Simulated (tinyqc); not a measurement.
Nuclear against electronic stopping over energy: ion implantation: universal nuclear stopping, Lindhard-Scharff electronic stopping and a Gaussian range profile. Computed by tinyqc, a small Python program. Command: `OMP_NUM_THREADS=1 python tinyqc.py 3008209 3008210 out.jsonl implant walk`. One thread of a shared host (Intel(R) Xeon(R) Processor @ 2.30GHz), about 0.09 s of CPU time with the checks.

An ion slows by elastic collisions with screened nuclei and by friction with electrons; channelling is ignored and the target is uniform.

Inputs (values chosen for the exercise, modelled on carbon ions in diamond): ion atomic number Z1 = 6; ion mass M1 = 12 u; target atomic number Z2 = 6; target mass M2 = 12.01 u; target density N = 176.3 1/nm^3; scale factor of electronic stopping k = 1.3.

Method:
- Reduced energy eps = 32.53 M2 E/(Z1 Z2 (M1 + M2)(Z1^0.23 + Z2^0.23)), E in keV; s_n = ln(1 + 1.1383 eps)/(2 (eps + 0.01321 eps^0.21226 + 0.19593 eps^0.5)) for eps up to 30 and ln(eps)/(2 eps) above; S_n = 8.462 Z1 Z2 M1 s_n/((M1 + M2)(Z1^0.23 + Z2^0.23)) in 1e-15 eV cm^2.
- S_e = k 3.83 Z1^(7/6) Z2/(Z1^(2/3) + Z2^(2/3))^(3/2) sqrt(E/M1) in 1e-15 eV cm^2, E in keV.
- Path length R = int_0^E dE'/(N (S_n + S_e)); energy lost to nuclei nu = int_0^E S_n/(S_n + S_e) dE' (both with E' = E y^3 and 64 Gauss-Legendre points in y).

Stopping (1e-15 eV cm^2) and range:
```
E (keV)         eps     S_n     S_e  R (nm)     nu/E
1        1.4967e-01  16.926   4.110    3.96  0.84241
2        2.9934e-01  17.735   5.813    6.49  0.81003
5        7.4834e-01  16.697   9.190   13.30  0.74126
10       1.4967e+00  14.320  12.997   23.94  0.66086
20       2.9934e+00  11.164  18.381   43.90  0.55233
50       7.4834e+00   7.065  29.063   95.84  0.38239
100      1.4967e+01   4.630  41.101  165.20  0.26085
200      2.9934e+01   2.890  58.125  271.54  0.16461
500      7.4834e+01   1.454  91.904  492.16  0.08165
```

Nuclear stopping peaks near 2 keV among these rows (eps = 0.30; the universal curve peaks near 0.3). Electronic stopping overtakes it between 10 and 20 keV. The path length grows as E^0.71 at the low end and E^0.65 at the high end; constant stopping would give E^1, and stopping that rises with E, be it nuclear (below its peak) or electronic, gives a lower exponent.

Extremes, crossings and ranges named in words are read from the listed rows.
